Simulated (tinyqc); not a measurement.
Two-mode optical phonons of a ternary alloy from two coupled oscillators: one step, computed by the program tinyqc. Command: `OMP_NUM_THREADS=1 python tinyqc.py 3010273 3010274 out.jsonl twomode walk`. One thread of a shared host (Intel(R) Xeon(R) Processor @ 2.30GHz), about 0.01 s of CPU time with the checks.

An alloy A(x)B(1-x)C has an A-C and a B-C bond oscillator. Each TO frequency moves linearly from the impurity mode (dilute end) to the TO of the pure crystal; each strength is proportional to the number of bonds.

Task: LO modes, coupled by the field. eps(omega) = eps_inf + W_1/(omega_1^2 - omega^2) + W_2/(omega_2^2 - omega^2) = 0 is the eigenproblem of the matrix [[omega_1^2 + W_1/eps_inf, sqrt(W_1 W_2)/eps_inf], [sqrt(W_1 W_2)/eps_inf, omega_2^2 + W_2/eps_inf]] for omega_LO^2. Uncoupled values keep the diagonal alone. eps_s = eps_inf + W_1/omega_1^2 + W_2/omega_2^2.

omega_1 (A-C, TO) = 854.72 1/cm

omega_2 (B-C, TO) = 465.69 1/cm

eps_inf = 9.6508

W_1 = 108437.3 1/cm^2

W_2 = 820191.4 1/cm^2

Give: matrix; lower LO mode; upper LO mode; uncoupled values; eps_s.

Result:

matrix (1/cm^2):
```
            1           2
1  7.4178e+05  3.0902e+04
2  3.0902e+04  3.0185e+05
```

lower LO mode = 547.44 1/cm

upper LO mode = 862.52 1/cm

uncoupled values (1/cm): 549.41  861.27

eps_s = 13.581

The field pushes the upper mode up by 1.25 and the lower one down by 1.97 per cm; the lower LO stays between the two TO modes.
